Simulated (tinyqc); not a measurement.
# Dose and depth of a threshold implant

Inverse problem. A sheet of D acceptors per cm^2 lies at depth xi inside the depleted layer of a body doped Na. In the depletion approximation VT = Vfb + f2 + q D/Cox + gamma sqrt(f2 + Vsb - q D xi/(eps0 eps_r)), gamma = sqrt(2 eps0 eps_r q Na)/Cox, Cox = eps0 eox/tox. Find gamma, D and xi.

Parameters, values chosen for the exercise; band and dielectric values close to those of 4H silicon carbide: relative permittivity eps_r = 9.61; acceptor density deep in the body Na = 8.2e15 cm^-3; relative permittivity of the gate insulator (close to silicon nitride) eox = 7.71; insulator thickness tox = 7.9 nm; flat-band voltage Vfb = -0.67 V; band bending 2 phiF at threshold f2 = 2.803 V.

Constants: q = 1.602176634e-19 C, eps0 = 8.8541878128e-14 F/cm where lengths are in cm. Results are converted to the units shown.

VT against the source at Vsb = 0 and 1.3 V (V): 2.3466378  2.3684568

Solution. With y^2 = f2 - q D xi/(eps0 eps_r) and d the difference of the thresholds over gamma, sqrt(y^2 + Vsb) - y = d gives y = (Vsb - d^2)/(2 d). The first threshold then gives D, and y^2 gives xi.

gamma = 0.0547 V^0.5
D = 7.30e11 cm^-2
xi = 55.0 nm

tinyqc, about 0.5 s, one thread, Intel Xeon 2.30GHz (shared host): `OMP_NUM_THREADS=1 python tinyqc.py 2080042 2080043 out.jsonl`
